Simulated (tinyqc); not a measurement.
Gas flow in a process chamber: flow regimes, conductance, effective pumping speed, pump-down, outgassing and purge. Changing the pipe diameter d. Computed by tinyqc, a small Python program. Command: `OMP_NUM_THREADS=1 python tinyqc.py 3121026 3121027 out.jsonl pump sweep`. One thread of a shared host (Intel(R) Xeon(R) Processor @ 2.30GHz), about 0.01 s of CPU time with the checks.

Ideal gas, isothermal flow, a pump of constant speed at the end of a round pipe; process gas, volume gas and outgassing are given the same properties. 1 sccm = 101325 Pa x 1e-6 m^3/60 s x T/273.15 K.

Inputs (values chosen for the exercise, modelled on oxygen near room temperature):

| quantity | value | unit |
|---|---|---|
| molar mass M | 32 | g/mol |
| molecular diameter | 0.36 | nm |
| viscosity eta | 20.6 | micropascal s |
| temperature T | 300 | K |
| chamber volume V | 28 | L |
| wall area | 4.1 | m^2 |
| pipe length l | 15 | cm |
| pump speed S | 4900 | L/s |
| process gas flow | 6.7 | sccm |
| outgassing rate after 1 h | 2e-06 | Pa m^3/(s m^2) |
| outgassing exponent n | 1.1 | - |
| target base pressure | 2e-05 | Pa |

Constants: k_B = 1.380649e-23 J/K; u = 1.6605390666e-27 kg.

Method:
- Mean speed c = sqrt(8 k_B T/(pi m)); aperture conductance C_a = c pi d^2/16; molecular pipe C_m = C_a/(1 + 3 l/(4 d)) (Dushman form); viscous pipe C_v = pi d^4 p_mean/(128 eta l); Knudsen interpolation C = C_v + C_m (1 + x)/(1 + 1.24 x), x = d p_mean sqrt(m/(k_B T))/eta.
- Effective speed 1/S_eff = 1/S + 1/C_m; time constant V/S_eff; pressure at which the free path k_B T/(sqrt2 pi d_m^2 p) equals d.
- Steady flow: the pump inlet is at p_2 = Q/S, and the chamber pressure p_1 solves Q = C((p_1 + p_2)/2) (p_1 - p_2). Residence time = p_1 V/Q.
- Knudsen number = free path at the mean pressure over d.
- From the outgassing limit: t = 1 h x (q_1 A/(S_eff p_target))^(1/n) - 10 s; monolayer time at the target = 1e19 m^-2 x 4 k_B T/(p c) for unit sticking.

One run for each value:

| pipe diameter d (cm) | S_eff in molecular flow (L/s) | chamber pressure p_1 (Pa) | time to the target (h) | C_m (L/s) |
|---|---|---|---|---|
| 1.6 | 2.787e+00 | 3.766e+00 | 9.345e+01 | 2.788e+00 |
| 2.5 | 9.921e+00 | 1.204e+00 | 2.946e+01 | 9.941e+00 |
| 3.8 | 3.169e+01 | 3.986e-01 | 1.025e+01 | 3.189e+01 |
| 5.8 | 9.810e+01 | 1.303e-01 | 3.667e+00 | 1.001e+02 |
| 8.9 | 2.881e+02 | 4.405e-02 | 1.376e+00 | 3.061e+02 |
| 14.0 | 7.962e+02 | 1.577e-02 | 5.442e-01 | 9.507e+02 |
| 21.0 | 1.661e+03 | 7.508e-03 | 2.776e-01 | 2.512e+03 |
| 32.0 | 2.817e+03 | 4.399e-03 | 1.706e-01 | 6.628e+03 |

Over the rows, S_eff in molecular flow (L/s) rises from 2.79 to 2820 (exponent d ln y / d ln x 2.8 between the first rows and 1.3 between the last); chamber pressure p_1 (Pa) falls from 3.77 to 0.00440 (exponent d ln y / d ln x -2.6 between the first rows and -1.3 between the last); time to the target (h) falls from 93.5 to 0.171 (exponent d ln y / d ln x -2.6 between the first rows and -1.2 between the last).

Caution (rows 1.60, 2.50, 3.80, 5.80, 8.90, 14.0, 21.0): S over the pipe area exceeds 0.3 of the mean molecular speed: the pipe end cannot pass this speed without choking, so p_2 = Q/S and the conductance formulas are only formal.
